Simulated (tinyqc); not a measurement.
Inside a calculation. Method: coherent transport through a tight-binding region between two chains. Computed by tinyqc, a small Python program that keeps every step. Settings: temperature = 300, mu = -0.24. Command: `OMP_NUM_THREADS=1 python tinyqc.py 29322 29323 out.jsonl` (the two numbers bound the seeds that draw the settings). One thread of a shared host (Intel(R) Xeon(R) Processor @ 2.60GHz), about 0.1 s of CPU time with the checks.

## Transmission at E = 0.16 eV

H of the central region (eV), lower triangle:
```
,1,2,3
1,-0.67000
2,-0.77000,0.92000
3,0.00000,-1.96000,0.47000
```

Leads: semi-infinite chains with site energy 0:
```
parameter,value
lead hopping t (eV),2.030000
coupling to the left lead (eV),0.390000
coupling to the right lead (eV),0.530000
left contact site,1
right contact site,3
```

E = 0.16000 eV

Surface Green function g = (E - i sqrt(4 t^2 - E^2)) / (2 t^2); self-energy tc^2 g on each contact site; G = (E - H - Sigma)^(-1); Gamma = -2 Im Sigma; T = Gamma_L Gamma_R |G_LR|^2; local density of states -Im G_ii / pi.

g = 0.01941-0.49223i 1/eV

G (1/eV), lower triangle:
```
,1,2,3
1,1.26824-0.16203i
2,-0.07926+0.05073i,0.09006-0.04678i
3,-0.52897+0.08333i,0.57626-0.03807i,0.43126-0.04750i
```

local density of states (1/eV): 0.05158  0.01489  0.01512

transmission = 0.01187

## Transmission across the band

The same steps on a grid of energies.

T(E):
```
E (eV),T
-3.8570000,4.00e-06
-3.4713000,2.31e-05
-3.0856000,0.00009
-2.6999000,0.00033
-2.3142000,0.00161
-1.9285000,0.01671
-1.5428000,0.42436
-1.1571000,0.05884
-0.7714000,0.10912
-0.3857000,0.47663
0.0000000,0.02269
0.3857000,0.00604
0.7714000,0.00279
1.1571000,0.00175
1.5428000,0.00139
1.9285000,0.00146
2.3142000,0.00243
2.6999000,0.02336
3.0856000,0.00200
3.4713000,0.00016
3.8570000,1.66e-05
```

levels of the isolated region (eV): -1.58974  -0.45611  2.76585

## Current

I = (2e/h) int T(E) [f(E - mu - V/2) - f(E - mu + V/2)] dE at 300 K with mu = -0.24 eV, the bias not changing H; 2e^2/h = 77.48092 microsiemens; the integral runs over the band on 4001 points.

Current:
```
V (volt),I (microampere)
0.01000,0.08844
0.05000,0.44708
0.10000,0.92514
0.20000,2.11612
0.40000,6.52715
0.80000,15.81264
```
